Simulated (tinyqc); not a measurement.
Worked calculation: six-band Luttinger-Kohn model with strain. Values are carried at full precision from step to step, so a last printed digit may differ when a step is redone from the rounded ones.

Constants: hbar^2/2m0 = 3.80998211 eV angstrom^2.

Values chosen for the exercise (near those of AlAs; shifted at random, so the results belong to these values and not to a real crystal):
- C11 = 127.3 GPa
- C12 = 54 GPa
- C44 = 55.7 GPa
- load = uniaxial [100] (kind of stress)
- X = -0.37 GPa (stress)
- Dso = 0.289 eV (spin-orbit splitting)
- g1 = 3.74 (Luttinger gamma1)
- g2 = 0.81 (gamma2)
- g3 = 1.42 (gamma3)
- av = 2.32 eV (valence hydrostatic potential)
- b = -2.36 eV (tetragonal shear potential)
- d = -3.3 eV (trigonal shear potential)
- k = (0.059, 0.058, 0) 1/angstrom (wave vector)
- kmax = 0.08 1/angstrom (end of the path)

## Strain from a uniaxial [100] stress

s11 = (C11 + C12)/((C11 - C12)(C11 + 2 C12)), s12 = -C12/((C11 - C12)(C11 + 2 C12)), s44 = 1/C44; exx = s11 sxx + s12 (syy + szz) and cyclic, exy = s44 sxy/2; tension is positive. A uniaxial stress X along the unit vector n is s_ij = X n_i n_j.

s11, s12, s44 (1/TPa): 10.5117  -3.1309  17.9533

strain tensor:
```
,x,y,z
x,-0.003889,0.000000,0.000000
y,0.000000,0.001158,0.000000
z,0.000000,0.000000,0.001158
```

The volume changes by -0.157 %; there is no shear in the cubic axes, so d does not enter.

## The terms P, Q, R, S at one k

P = c g1 k^2 - av tr(e); Q = c g2 (kx^2 + ky^2 - 2 kz^2) - (b/2)(exx + eyy - 2 ezz); R = c sqrt3 [-g2 (kx^2 - ky^2) + 2i g3 kx ky] + (sqrt3/2) b (exx - eyy) - i d exy; S = 2 c sqrt3 g3 (kx - i ky) kz - d (exz - i eyz); c = hbar^2/2m0, e the strain tensor (not engineering shear).

Form the four terms.

Terms (eV):
```
term,from k,from strain
P,0.09754,0.00365
Q,0.02112,-0.00596
R,-0.00063+0.06413i,0.01032
S,0.00000,0.00000
```

## The Hamiltonian

Six-band Luttinger-Kohn model in the basis |3/2,3/2>, |3/2,1/2>, |3/2,-1/2>, |3/2,-3/2>, |1/2,1/2>, |1/2,-1/2>, electron energies, zero at the top of the unstrained valence band. H = -[rows: (P+Q, -S, R, 0, -S/r2, r2 R); (-S*, P-Q, 0, R, -r2 Q, r32 S); (R*, 0, P-Q, S, r32 S*, r2 Q); (0, R*, S*, P+Q, -r2 R*, -S*/r2); (-S*/r2, -r2 Q, r32 S, -r2 R, P+Dso, 0); (r2 R*, r32 S*, r2 Q, -S/r2, 0, P+Dso)], r2 = sqrt(2), r32 = sqrt(3/2). Levels are twofold.

Each term is the sum of its two parts.

H(k) (eV):
```
,3/2,3/2,3/2,1/2,3/2,-1/2,3/2,-3/2,1/2,1/2,1/2,-1/2
3/2,3/2,-0.1164,0,-0.0097-0.0641i,0,0,-0.0137-0.0907i
3/2,1/2,0,-0.0860,0,-0.0097-0.0641i,0.0215,0
3/2,-1/2,-0.0097+0.0641i,0,-0.0860,0,0,-0.0215
3/2,-3/2,0,-0.0097+0.0641i,0,-0.1164,0.0137-0.0907i,0
1/2,1/2,0,0.0215,0,0.0137+0.0907i,-0.3902,0
1/2,-1/2,-0.0137+0.0907i,0,-0.0215,0,0,-0.3902
```

## Levels and their make-up

Diagonalise H. The weights add +m and -m and are averaged over each pair; m is taken along z.

levels from the top, each twofold (eV): -0.0293  -0.1404  -0.4228

weights:
```
,top,second,third
|3/2,+-3/2>,0.457,0.448,0.095
|3/2,+-1/2>,0.526,0.460,0.014
|1/2,+-1/2>,0.017,0.092,0.891
```

The top pair is 53 % |3/2,+-1/2>, the second pair is 46 % |3/2,+-1/2> and the third pair is 89 % |1/2,+-1/2>.

## Band edges at k = 0
Diagonalise H at k = 0. The weights add +m and -m (m along z) and are averaged over each pair.

edges from the top (eV): 0.0092  -0.0156  -0.2936

weights at k = 0:
```
,top,second,third
|3/2,+-3/2>,0.748,0.250,0.002
|3/2,+-1/2>,0.249,0.750,0.001
|1/2,+-1/2>,0.003,0.000,0.997
```

The stress splits the top two pairs by 24.8 meV, 0.96 times kT at 300 K (25.85 meV); the third lies 302.8 meV below the top, against Dso = 289 meV without stress.

## Polarisation of the edge transitions

In the basis X, Y, Z times spin, H(k = 0) has -Dso/3 + l exx + m (eyy + ezz) on the diagonal (cyclic) and n exy off it, l = av + 2 b, m = av - b, n = sqrt(3) d. Spin-orbit term (Dso/3) L.sigma on X, Y, Z with (L_k)_ij = -i epsilon_kij: <X+|H|Y+> = -i Dso/3, <X+|H|Z-> = Dso/3, <Y+|H|Z-> = -i Dso/3, <Z+|H|X-> = -Dso/3, <Z+|H|Y-> = i Dso/3, <X-|H|Y-> = i Dso/3, and their conjugates; + and - are the spin along z. The strength of a transition to an s-like conduction level for light polarised along the unit vector u is the weight of the orbital ux X + uy Y + uz Z in the valence state, summed over spin and averaged over the pair.

strain block of X, Y, Z (eV):
```
,X,Y,Z
X,0.02018,0,0
Y,0,-0.01556,0
Z,0,0,-0.01556
```

Relative strengths:
```
polarisation,top,second,third
[100],0.718,0.000,0.282
[010],0.141,0.500,0.359
[001],0.141,0.500,0.359
[110],0.430,0.250,0.320
[1-10],0.430,0.250,0.320
[111],0.333,0.333,0.333
```

The top pair is strongest for light along [100] (0.718) and weakest along [010] and [001] (0.141); without strain every direction has 1/3 on average over the fourfold top. For each polarisation the three pairs add up to 1.

## Hole masses at the edges

Curvature at k = 0: m/m0 = -2 c h^2/(E(h u) + E(-h u) - 2 E(0)) with h = 0.0002 1/angstrom along the unit vector u.

Hole masses (m0):
```
direction,top,second,third
[110],0.238,0.300,0.272
[1-10],0.238,0.300,0.272
[100],0.178,0.472,0.287
[001],0.357,0.220,0.259
```

Of the directions listed, the top pair is lightest along [100] (0.178) and heaviest along [001] (0.357). These masses hold only for hole energies well below the splitting of 25 meV.

## Bands along [110] and [001]

Six points from 0 to kmax in each direction.

Levels (eV):
```
direction,|k| (1/angstrom),top,second,third,"top, no stress","second, no stress"
[110],0.000,0.0092,-0.0156,-0.2936,0.0000,0.0000
[110],0.016,0.0054,-0.0191,-0.2972,-0.0011,-0.0061
[110],0.032,-0.0028,-0.0323,-0.3086,-0.0044,-0.0240
[110],0.048,-0.0109,-0.0581,-0.3295,-0.0098,-0.0521
[110],0.064,-0.0189,-0.0934,-0.3627,-0.0169,-0.0875
[110],0.080,-0.0276,-0.1334,-0.4125,-0.0256,-0.1266
[001],0.000,0.0092,-0.0156,-0.2936,0.0000,0.0000
[001],0.016,0.0065,-0.0200,-0.2974,-0.0021,-0.0052
[001],0.032,-0.0009,-0.0338,-0.3090,-0.0083,-0.0206
[001],0.048,-0.0124,-0.0570,-0.3291,-0.0186,-0.0456
[001],0.064,-0.0276,-0.0886,-0.3589,-0.0331,-0.0789
[001],0.080,-0.0466,-0.1267,-0.4002,-0.0517,-0.1188
```

## Checks

- Levels against the same model in the basis X, Y, Z times spin: they agree to 1e-10 or better.

Computed by tinyqc, a small Python program: `OMP_NUM_THREADS=1 python tinyqc.py 1050935 1050936 out.jsonl` (the numbers bound the seed that draws the inputs); one thread of a shared host (Intel(R) Xeon(R) Processor @ 2.30GHz), about 0.05 s for the whole set of steps.
